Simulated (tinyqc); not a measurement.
Worked calculation (part 2 of 2): FCI on RHF in the 3-21g basis, for H3+, spin multiplicity 1. Computed by tinyqc, a small Python program that keeps every step (integrals from PySCF). Command: `OMP_NUM_THREADS=1 python tinyqc.py 23738 23739 out.jsonl` (the two numbers bound the seeds that draw the settings). One thread of a shared host (Intel(R) Xeon(R) Processor @ 2.60GHz), about 0.1 s of CPU time with the checks.

Geometry (angstrom):
```
atom         x         y          z
H     0.000000  0.000000   0.000000
H     0.000000  0.000000   1.022000
H     0.000000  0.000000  -1.022000
```

## FCI: determinants and Hamiltonian

one-electron integrals over orbitals h = C^T H C (hartree):
```
[[-1.524022, 0.000000, -0.086048, -0.076539, 0.000000, 0.075241],
 [0.000000, -1.135956, 0.000000, 0.000000, 0.136085, 0.000000],
 [-0.086048, 0.000000, -0.767547, 0.070375, 0.000000, 0.205288],
 [-0.076539, 0.000000, 0.070375, -0.165594, 0.000000, 0.051386],
 [0.000000, 0.136085, 0.000000, 0.000000, 0.008091, 0.000000],
 [0.075241, 0.000000, 0.205288, 0.051386, 0.000000, -0.034271]]
```

Two-electron integrals over orbitals (pq|rs), unique and non-zero (hartree):
```
(11|11) 0.561674    (21|21) 0.122187    (22|11) 0.441309    (22|22) 0.446363
(31|11) 0.086048    (31|22) -0.008950   (31|31) 0.072307    (32|21) -0.093373
(32|32) 0.101527    (33|11) 0.413338    (33|22) 0.382210    (33|31) 0.021745
(33|33) 0.370063    (41|11) 0.076539    (41|22) 0.075287    (41|31) -0.001651
(41|33) 0.047140    (41|41) 0.055302    (42|21) 0.066469    (42|32) -0.044380
(42|42) 0.068425    (43|11) -0.036013   (43|22) -0.044882   (43|31) 0.007866
(43|33) -0.018844   (43|41) -0.016041   (43|43) 0.024668    (44|11) 0.455438
(44|22) 0.427922    (44|31) 0.016263    (44|33) 0.368861    (44|41) 0.074277
(44|43) -0.050688   (44|44) 0.441926    (51|21) -0.057122   (51|32) 0.035977
(51|42) -0.056496   (51|51) 0.047464    (52|11) -0.096604   (52|22) -0.101156
(52|31) 0.006851    (52|33) -0.052014   (52|41) -0.059870   (52|43) 0.036208
(52|44) -0.108393   (52|52) 0.083503    (53|21) 0.010816    (53|32) 0.006312
(53|42) 0.031700    (53|51) -0.024974   (53|53) 0.030109    (54|21) -0.142202
(54|32) 0.116242    (54|42) -0.092216   (54|51) 0.078163    (54|53) -0.019749
(54|54) 0.190454    (55|11) 0.422627    (55|22) 0.436610    (55|31) -0.015554
(55|33) 0.364926    (55|41) 0.086182    (55|43) -0.050811   (55|44) 0.437243
(55|52) -0.117810   (55|55) 0.454449    (61|11) -0.075241   (61|22) 0.010552
(61|31) -0.066170   (61|33) -0.036206   (61|41) -0.010976   (61|43) -0.024695
(61|44) 0.000953    (61|52) -0.015682   (61|55) 0.022124    (61|61) 0.097266
(62|21) 0.047625    (62|32) -0.028793   (62|42) 0.041062    (62|51) -0.034339
(62|53) 0.021896    (62|54) -0.063137   (62|62) 0.032097    (63|11) -0.135729
(63|22) -0.062976   (63|31) -0.053437   (63|33) -0.061768   (63|41) -0.042344
(63|43) 0.008083    (63|44) -0.078643   (63|52) 0.042310    (63|55) -0.060660
(63|61) 0.063045    (63|63) 0.082778    (64|11) -0.031181   (64|22) 0.039201
(64|31) -0.054750   (64|33) 0.000850    (64|41) 0.024839    (64|43) -0.017729
(64|44) 0.023928    (64|52) -0.036823   (64|55) 0.056701    (64|61) 0.055240
(64|63) 0.027305    (64|64) 0.062631    (65|21) -0.077518   (65|32) 0.070478
(65|42) -0.054109   (65|51) 0.045525    (65|53) -0.008557   (65|54) 0.107062
(65|62) -0.032931   (65|65) 0.065284    (66|11) 0.562947    (66|22) 0.410850
(66|31) 0.112341    (66|33) 0.417263    (66|41) 0.084177    (66|43) -0.015511
(66|44) 0.437782    (66|52) -0.081889   (66|55) 0.397248    (66|61) -0.135384
(66|63) -0.167748   (66|64) -0.063322   (66|66) 0.635409
```

nuclear repulsion = 1.29446480 hartree

Hartree-Fock energy = -1.19190515 hartree

Slater-Condon rules over spin orbitals, with the nuclear repulsion added and E(HF) subtracted on the diagonal. Only determinants linked to the reference directly or through others are kept (one block of an abelian symmetry group), so some states are absent.

Occupation strings over the orbitals (2 doubly, a alpha, b beta, 0 empty; spin orbitals ordered 1a 1b 2a 2b ...): 200000 a0b000 a00b00 a0000b b0a000 b00a00 b0000a 020000 0a00b0 002000 00ab00 00a00b 00ba00 000200 000a0b 0b00a0 000020 00b00a 000b0a 000002

H - E(HF) between determinants (hartree), order 200000, a0b000, a00b00, a0000b, b0a000, b00a00, b0000a, 020000, 0a00b0, 002000, 00ab00, 00a00b, 00ba00, 000200, 000a0b, 0b00a0, 000020, 00b00a, 000b0a, 000002:
```
[[0.000000, 0.000000, 0.000000, 0.000000, 0.000000, 0.000000, 0.000000, 0.122187, -0.057122, 0.072307, -0.001651, -0.066170, 0.001651, 0.055302, -0.010976, 0.057122, 0.047464, 0.066170, 0.010976, 0.097266],
 [0.000000, 0.608139, 0.034362, 0.069559, -0.072307, 0.001651, 0.066170, -0.093373, 0.010816, -0.064303, 0.007866, -0.053437, 0.029399, -0.016041, -0.042344, -0.035977, -0.024974, -0.039035, 0.024695, 0.063045],
 [0.000000, 0.034362, 1.252192, 0.020205, 0.001651, -0.055302, 0.010976, 0.066469, -0.142202, 0.007866, -0.069785, -0.054750, 0.016041, -0.002262, 0.024839, 0.056496, 0.078163, 0.024695, -0.076194, 0.055240],
 [0.000000, 0.069559, 0.020205, 1.491024, 0.066170, 0.010976, -0.097266, 0.047625, -0.077518, -0.053437, -0.054750, 0.026293, 0.042344, 0.024839, 0.007638, 0.034339, 0.045525, -0.063045, -0.055240, -0.060143],
 [0.000000, -0.072307, 0.001651, 0.066170, 0.608139, 0.034362, 0.069559, 0.093373, -0.035977, 0.064303, 0.029399, -0.039035, 0.007866, 0.016041, 0.024695, 0.010816, 0.024974, -0.053437, -0.042344, -0.063045],
 [0.000000, 0.001651, -0.055302, 0.010976, 0.034362, 1.252192, 0.020205, -0.066469, 0.056496, -0.007866, 0.016041, 0.024695, -0.069785, 0.002262, -0.076194, -0.142202, -0.078163, -0.054750, 0.024839, -0.055240],
 [0.000000, 0.066170, 0.010976, -0.097266, 0.069559, 0.020205, 1.491024, -0.047625, 0.034339, 0.053437, 0.042344, -0.063045, -0.054750, -0.024839, -0.055240, -0.077518, -0.045525, 0.026293, 0.007638, 0.060143],
 [0.122187, -0.093373, 0.066469, 0.047625, 0.093373, -0.066469, -0.047625, 0.660820, 0.034929, 0.101527, -0.044380, -0.028793, 0.044380, 0.068425, 0.041062, -0.034929, 0.083503, 0.028793, -0.041062, 0.032097],
 [-0.057122, 0.010816, -0.142202, -0.077518, -0.035977, 0.056496, 0.034339, 0.034929, 1.795115, 0.006312, 0.116242, 0.070478, -0.031700, -0.092216, -0.054109, -0.083503, 0.018275, -0.021896, 0.063137, -0.032931],
 [0.072307, -0.064303, 0.007866, -0.053437, 0.064303, -0.007866, 0.053437, 0.101527, 0.006312, 1.321339, 0.051531, 0.143520, -0.051531, 0.024668, 0.008083, -0.006312, 0.030109, -0.143520, -0.008083, 0.082778],
 [-0.001651, 0.007866, -0.069785, -0.054750, 0.029399, 0.016041, 0.042344, -0.044380, 0.116242, 0.051531, 1.922090, 0.052236, -0.024668, 0.019687, -0.017729, -0.031700, -0.019749, -0.008083, -0.126645, 0.027305],
 [-0.066170, -0.053437, -0.054750, 0.026293, -0.039035, 0.024695, -0.063045, -0.028793, 0.070478, 0.143520, 0.052236, 2.101815, -0.008083, -0.017729, 0.054863, -0.021896, -0.008557, -0.082778, -0.027305, 0.037541],
 [0.001651, 0.029399, 0.016041, 0.042344, 0.007866, -0.069785, -0.054750, 0.044380, -0.031700, -0.051531, -0.024668, -0.008083, 1.922090, -0.019687, -0.126645, 0.116242, 0.019749, 0.052236, -0.017729, -0.027305],
 [0.055302, -0.016041, -0.002262, 0.024839, 0.016041, 0.002262, -0.024839, 0.068425, -0.092216, 0.024668, 0.019687, -0.017729, -0.019687, 2.597107, 0.075314, 0.092216, 0.190454, 0.017729, -0.075314, 0.062631],
 [-0.010976, -0.042344, 0.024839, 0.007638, 0.024695, -0.076194, -0.055240, 0.041062, -0.054109, 0.008083, -0.017729, 0.054863, -0.126645, 0.075314, 2.724287, 0.063137, 0.107062, -0.027305, -0.062631, -0.011936],
 [0.057122, -0.035977, 0.056496, 0.034339, 0.010816, -0.142202, -0.077518, -0.034929, -0.083503, -0.006312, -0.031700, -0.021896, 0.116242, 0.092216, 0.063137, 1.795115, -0.018275, 0.070478, -0.054109, 0.032931],
 [0.047464, -0.024974, 0.078163, 0.045525, 0.024974, -0.078163, -0.045525, 0.083503, 0.018275, 0.030109, -0.019749, -0.008557, 0.019749, 0.190454, 0.107062, -0.018275, 2.957001, 0.008557, -0.107062, 0.065284],
 [0.066170, -0.039035, 0.024695, -0.063045, -0.053437, -0.054750, 0.026293, 0.028793, -0.021896, -0.143520, -0.008083, -0.082778, 0.052236, 0.017729, -0.027305, 0.070478, 0.008557, 2.101815, 0.054863, -0.037541],
 [0.010976, 0.024695, -0.076194, -0.055240, -0.042344, 0.024839, 0.007638, -0.041062, 0.063137, -0.008083, -0.126645, -0.027305, -0.017729, -0.075314, -0.062631, -0.054109, -0.107062, 0.054863, 2.724287, 0.011936],
 [0.097266, 0.063045, 0.055240, -0.060143, -0.063045, -0.055240, 0.060143, 0.032097, -0.032931, 0.082778, 0.027305, 0.037541, -0.027305, 0.062631, -0.011936, 0.032931, 0.065284, -0.037541, 0.011936, 3.053238]]
```

## FCI: roots

Diagonalise (each vector has its largest component positive (the first on a tie)); all determinants have Ms = 0, so triplets appear too. The lowest singlet root is the correlation energy.

lowest roots of this matrix, relative to E(HF) (hartree): [-0.036950, 0.507209, 0.524509, 0.755861, 1.176452, 1.227586, 1.302759, 1.404713]

lowest vectors, order 200000, a0b000, a00b00, a0000b, b0a000, b00a00, b0000a, 020000, 0a00b0, 002000, 00ab00, 00a00b, 00ba00, 000200, 000a0b, 0b00a0, 000020, 00b00a, 000b0a, 000002:
```
[[0.979970, 0.000000, 0.155408, 0.069453],
 [-0.027071, 0.697209, 0.464800, -0.514048],
 [0.017140, -0.030608, -0.083507, -0.029211],
 [0.003272, -0.103873, -0.041417, -0.047753],
 [0.027071, 0.697209, -0.464800, 0.514048],
 [-0.017140, -0.030608, 0.083507, 0.029211],
 [-0.003272, -0.103873, 0.041417, 0.047753],
 [-0.174508, 0.000000, 0.717331, 0.617120],
 [0.033613, 0.008631, -0.050507, -0.012415],
 [-0.045704, 0.000000, -0.042114, -0.268568],
 [-0.004664, -0.022525, 0.028119, 0.020854],
 [0.028983, 0.039881, 0.026776, 0.039130],
 [0.004664, -0.022525, -0.028119, -0.020854],
 [-0.012101, 0.000000, -0.022329, -0.026317],
 [0.006511, 0.000631, 0.002461, -0.026110],
 [-0.033613, 0.008631, 0.050507, 0.012415],
 [-0.011078, 0.000000, -0.006742, -0.023867],
 [-0.028983, 0.039881, -0.026776, -0.039130],
 [-0.006511, 0.000631, -0.002461, 0.026110],
 [-0.026565, 0.000000, -0.037170, 0.024226]]
```

<S^2> of these roots: [0.000000, 2.000000, 0.000000, 0.000000, 2.000000, 0.000000, 0.000000, 2.000000]

weight of the ground state by excitation level 0, 1, 2, ...: [0.960341, 0.002075, 0.037585]

## The lowest root by the Davidson method

Start from the reference; add the residual divided by (theta - H_ii), orthogonalised, at each step.

Davidson iterations:
```
iteration  subspace  lowest Ritz value (hartree)  residual norm
1                 1                            0       2.25e-01
2                 2                  -0.03483137       5.06e-02
3                 3                  -0.03687872       1.24e-02
4                 4                  -0.03694828       1.36e-03
5                 5                  -0.03694952       1.90e-04
6                 6                  -0.03694954       2.83e-05
7                 7                  -0.03694954       2.39e-06
8                 8                  -0.03694954       9.99e-08
```
